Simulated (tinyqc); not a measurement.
Nanosheet or nanowire with hard walls, valleys of the Ge type: one step. Modes, density and velocity at zero temperature.

Constants: hbar^2/2m0 = 3.80998211 eV angstrom^2; hbar = 6.58211957e-16 eV s; e^2/h = 3.874045865e-05 S.

Parameters, chosen for this exercise (out of a larger set: near those of Ge; not measured data): dE = 0.162 eV (EF above the lowest subband edge).

Subbands:
```
label  valleys g  m_x (m0)    E (eV)
A1             2  0.083000  0.069783
A2             2  0.083000  0.088487
B1             2  1.067667  0.113478
A3             2  0.083000  0.116823
A4             2  0.083000  0.150679
A5             2  0.083000  0.186889
A6             2  0.083000  0.226001
A7             2  0.083000  0.261796
B2             2  1.067667  0.264076
A8             2  0.083000  0.270276
```

Problem. With EF = E_lowest + dE, each subband below EF has k_F = sqrt(m_x (EF - E)/c), carries n = 2 g k_F/pi electrons per length (spin included), moves at v = 2 c k_F/(hbar m_x) and adds 2 g e^2/h to the ballistic conductance; c = hbar^2/2m0, 1 angstrom/s = 1e-8 cm/s.

Give: Occupied subbands; total n; ballistic conductance.

Solution.

Occupied subbands:
```
label  k_F (1/angstrom)  n (1/nm)  v (1e7 cm/s)
A1               0.0594     0.756          8.29
A2               0.0559     0.711          7.79
B1               0.1821     2.318          1.97
A3               0.0500     0.637          6.98
A4               0.0420     0.535          5.86
A5               0.0313     0.398          4.36
A6               0.0112     0.143          1.57
```

total n = 5.499 1/nm
ballistic conductance = 1084.7 microsiemens

EF lies below the last listed level, so the count is complete for these valleys (other families, and non-parabolicity above about 0.2 eV, are left out): 7 subbands with 14 valley modes. The Fermi velocity, averaged with the densities as weights, is 4.72 x 1e7 cm/s; the mean over all filled states moving one way is half of it.

Computed by tinyqc, a small Python program: `OMP_NUM_THREADS=1 python tinyqc.py 1282772 1282773 out.jsonl` (the numbers bound the seed that draws the inputs); one thread of a shared host (Intel(R) Xeon(R) Processor @ 2.30GHz), about 0.1 s for the whole set of steps.
